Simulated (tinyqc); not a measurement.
Resistance of a source-drain extension with a graded tip: one step of the calculation.

y runs along the channel, the gate covers y > 0. The doping is N0 for y < y0 and N0 10^(-(y - y0)/la) beyond, uniform over the depth xj. Sheet conductance s(y) = q mu(N) max(N - Nch, 0) xj + (for y > 0) ma Cox Vo, with mu(N) = u0 + (u1 - u0)/(1 + (N/Nr)^au) and Cox = eps0 eox/tox. Current is taken as one-dimensional; depletion of the tip, spreading and the contact are left out. The metallurgical junction lies at yj, where N = Nch.

Problem. Resistance of the overlapped part. Midpoint rule on 10 equal steps from 0 to yj: R_ov = sum h/s(y), per width.

Values chosen for this exercise; mobility law close to that of electrons in silicon:

| symbol | value | unit | meaning |
|---|---|---|---|
| eox | 3.9 |  | relative permittivity of the gate insulator (close to silicon dioxide) |
| tox | 1.5 | nm | insulator thickness |
| N0 | 2.9e20 | cm^-3 | active doping of the extension far from the gate |
| la | 4.9 | nm/decade | lateral abruptness |
| y0 | 1.3 | nm | position under the gate where the fall begins (gate edge at 0) |
| xj | 15 | nm | depth of the extension |
| Nch | 6.7e17 | cm^-3 | channel doping |
| Vo | 0.88 | V | gate overdrive |
| ma | 120 | cm^2/(V s) | mobility of the gate-induced layer |
| u1 | 1414 | cm^2/(V s) | mobility at low doping |
| u0 | 68.5 | cm^2/(V s) | mobility at high doping |
| Nr | 9.2e16 | cm^-3 | reference doping |
| au | 0.711 |  | exponent |

Constants: q = 1.602176634e-19 C, eps0 = 8.8541878128e-14 F/cm where lengths are in cm. Results are converted to the units shown.

Find: y; N; doped conductance; sheet resistance; R_ov.

Solution.

```
point  y (nm)  N (cm^-3)  doped conductance (uS)  sheet resistance (ohm/square)
0      0.7109   2.900e20                    5067                          188.3
1       2.133   1.961e20                    3488                          268.0
2       3.554   1.005e20                    1866                          474.2
3       4.976   5.154e19                    1018                          792.8
4       6.398   2.642e19                   570.2                           1230
5       7.820   1.355e19                   328.3                           1750
6       9.242   6.945e18                   192.9                           2293
7       10.66   3.560e18                   112.2                           2814
8       12.09   1.825e18                   58.90                           3311
9       13.51   9.357e17                   18.23                           3827
```

R_ov = 24.10 ohm um

Numbers from tinyqc (`OMP_NUM_THREADS=1 python tinyqc.py 2282285 2282286 out.jsonl`; about 0.03 s on one thread of a shared Intel Xeon 2.30GHz).
